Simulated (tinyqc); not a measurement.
Grain growth, pinning, strength and diffusional creep of a polycrystal or thin film: one step, computed by the program tinyqc.

One mean grain size d describes the structure.

Question. Diffusional creep at T_c. Nabarro-Herring rate = 14 sigma Omega D_l/(k_B T d^2), D_l = D0 exp(-Q_l/(k_B T)); Coble rate = 14 pi sigma Omega delta D_b/(k_B T d^3), delta D_b = delta D0b exp(-Q_b/(k_B T)); they are equal at d_x = pi delta D_b/D_l.

Inputs (values chosen for the exercise, modelled on nickel):

| quantity | value | unit |
|---|---|---|
| atomic volume Omega | 10.94 | angstrom^3 |
| anneal temperature T | 834 | K |
| lattice diffusion energy Q_l | 2.84 | eV |
| boundary diffusion energy Q_b | 1.26 | eV |
| lattice prefactor D0 | 0.00015 | m^2/s |
| boundary prefactor delta D0b | 2e-14 | m^3/s |
| applied stress sigma | 240 | MPa |
| service temperature T_c | 817 | K |

grain size d = 142.8010 nm

Constants: k_B = 1.380649e-23 J/K; k_B = 8.617333262e-05 eV/K.

Give: Nabarro-Herring rate; Coble rate; crossover size d_x; time to 1 % strain.

Answer.

Nabarro-Herring rate = 7.257e-08 1/s

Coble rate = 1.187 1/s

crossover size d_x = 2.336e+06 micrometre

time to 1 % strain = 0.008423 s

Boundary diffusion carries the creep, by a factor 1.6e7. Caution: sigma Omega is not small against k_B T, as the linear creep laws assume.
